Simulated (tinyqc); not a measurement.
Plane-wave Kohn-Sham cycle with exchange-only LDA in a layered model solid, step by step. One step of it, computed by the program tinyqc.

Task: Iteration 2: Hamiltonian at one k. H(m,m') = (k + G_m)^2/2 delta + V(G_m - G_m'), with V(-G) = V(G).

A solid whose potential varies along x alone (atomic units):
```
parameter                      value
period a                   11.700000
cross-section of the cell  29.000000
electrons per cell                 4
grid points                       16
plane waves -n..n, n               2
k points                           4
V1 in V1 cos(2 pi x/a)     -0.400000
V2 in V2 cos(4 pi x/a)      0.090000
```

V(G_m), m = 0, 1, 2, ... (hartree): -0.220201  -0.088718  0.044042  0.000433  -0.000151

k = 0.125000 2 pi / a

Give: H.

Result:

H (hartree), lower triangle:
```
         -2       -1       +0       +1      +2
-2   0.2867
-1  -0.0887  -0.1098
+0   0.0440  -0.0887  -0.2179
+1   0.0004   0.0440  -0.0887  -0.0377
+2  -0.0002   0.0004   0.0440  -0.0887  0.4309
```
